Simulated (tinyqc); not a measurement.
# Biaxially strained (001) channel, valley splitting in an inversion layer: effect of the confining field

A thin layer grown on a relaxed buffer is stretched in the plane. The two valleys with their long axis along the growth direction (D2) sink against the four in-plane ones (D4); confinement in a triangular well splits them too. Only the lowest subband of each set is kept; one relaxation time, so the weakening of intervalley scattering is left out.

e_par = b1 x, e_perp = -2 (c12/c11) e_par, splitting D = Xu (e_par - e_perp), in-plane stress (c11 + c12 - 2 c12^2/c11) e_par. Levels E(m) = 2.33811 (hbar^2 q^2 F^2/(2 m))^(1/3): E2 = E(ml), E4 = E(mt) + D; N2 = 2 mt kB T/(pi hbar^2), N4 = 4 sqrt(mt ml) kB T/(pi hbar^2). EF solves Ns = N2 ln(1 + exp((EF - E2)/Vt)) + N4 ln(1 + exp((EF - E4)/Vt)); f2 is the share in D2, and 1/mc = f2/mt + (1 - f2)(1/mt + 1/ml)/2. The gain is mc(x = 0)/mc.

Inputs (values chosen for the exercise); values close to those of silicon on relaxed silicon-germanium:
- T = 350 K (temperature)
- x = 0.26 (germanium share of the relaxed buffer)
- b1 = 0.0418 (lattice mismatch per unit x)
- c11 = 165 GPa (elastic constant)
- c12 = 63.7 GPa (elastic constant)
- Xu = 9.01 eV (shear deformation potential)
- ml = 0.89 m0 (longitudinal mass)
- mt = 0.193 m0 (transverse mass)
- Ns = 1.3e12 cm^-2 (inversion density)

Constants: q = 1.602176634e-19 C, kB = 1.380649e-23 J/K, hbar = 1.054571817e-34 J s, m0 = 9.1093837015e-31 kg, Vt = kB T/q, hbar^2/(2 m0) = 0.0380998212 eV nm^2. Results are converted to the units shown.

The same in every row: D (meV) = 173.53.

Effect of the confining field:
```
F (MV/cm)	f2 without strain	f2	mc (m0)	gain
0.1	0.34371	0.99329	0.19351	1.3423
0.3	0.55506	0.99727	0.19321	1.2097
0.5	0.71109	0.99865	0.19310	1.1270
0.7	0.81723	0.99927	0.19306	1.0768
0.9	0.88538	0.99958	0.19303	1.0468
1.1	0.92792	0.99975	0.19302	1.0289
1.3	0.95426	0.99985	0.19301	1.0182
1.5	0.97063	0.99990	0.19301	1.0116
```

Read the table: what changes, and by how much?

As F goes from 0.1 to 1.5 MV/cm, f2 rises from 0.993 to 1.00 (without strain: it rises from 0.344 to 0.971) and the gain falls from 1.34 to 1.01. Strong confinement already empties D4, so strain has less to move.

Numbers from tinyqc (`OMP_NUM_THREADS=1 python tinyqc.py 2530078 2530079 out.jsonl`; about 0.01 s on one thread of a shared Intel Xeon 2.30GHz).
